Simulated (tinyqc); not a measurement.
Inside a calculation. Method: tight binding, honeycomb lattice. Computed by tinyqc, a small Python program that keeps every step. Settings: t1 = 1.67, t2 = 0, phi = 0, delta = 0, points = 7. Command: `OMP_NUM_THREADS=1 python tinyqc.py 21934 21935 out.jsonl` (the two numbers bound the seeds that draw the settings). One thread of a shared host (Intel(R) Xeon(R) Processor @ 2.60GHz), about 0.01 s of CPU time with the checks.

## Bloch Hamiltonian at k

Parameters chosen for this model:
```
parameter     value                        unit
t1         1.670000                 eV, nearest
t2                0       eV, second neighbours
phi               0  rad, phase of t2 (Haldane)
delta             0          eV, +/- on A and B
```

k point k (fractions of the reciprocal vectors): -0.1200  0.4700

H_AB = -t1 (1 + exp(-i k.a1) + exp(-i k.a2)); H_AA = delta - 2 t2 sum cos(k.b + phi), H_BB = -delta - 2 t2 sum cos(k.b - phi), b = a1, a2 - a1, -a2.

H(k) at k (eV):
```
                 A                B
A           0.0000  -1.2470-0.8303i
B  -1.2470+0.8303i           0.0000
```

## Levels at k

Diagonalise the Hermitian matrix.

eigenvalues (eV): -1.4981  1.4981

weights |c|^2 of the basis functions:
```
   band 1  band 2
A  0.5000  0.5000
B  0.5000  0.5000
```

## Bloch Hamiltonian at K

k point K (fractions of the reciprocal vectors): 0.3333  0.6667

As before.

H(k) at K (eV):
```
        A       B
A  0.0000  0.0000
B  0.0000  0.0000
```

## Levels at K

As before.

eigenvalues (eV): 0.0000  0.0000

## Bands along a path

The same steps at evenly spaced points between the labelled ones.

Bands along the path (eV):
```
k           band 1  band 2
G          -5.0100  5.0100
G-K 0.20   -4.7212  4.7212
G-K 0.40   -3.9049  3.9049
G-K 0.60   -2.7021  2.7021
G-K 0.80   -1.3209  1.3209
K                0       0
K-M 0.20   -0.5649  0.5649
K-M 0.40   -1.0321  1.0321
K-M 0.60   -1.3812  1.3812
K-M 0.80   -1.5970  1.5970
M          -1.6700  1.6700
M-K' 0.20  -1.5970  1.5970
M-K' 0.40  -1.3812  1.3812
M-K' 0.60  -1.0321  1.0321
M-K' 0.80  -0.5649  0.5649
K'               0       0
```

With 1 band(s) filled, the highest filled level on these points lies at K and the lowest empty one at K: the bands touch or overlap, so there is no gap.
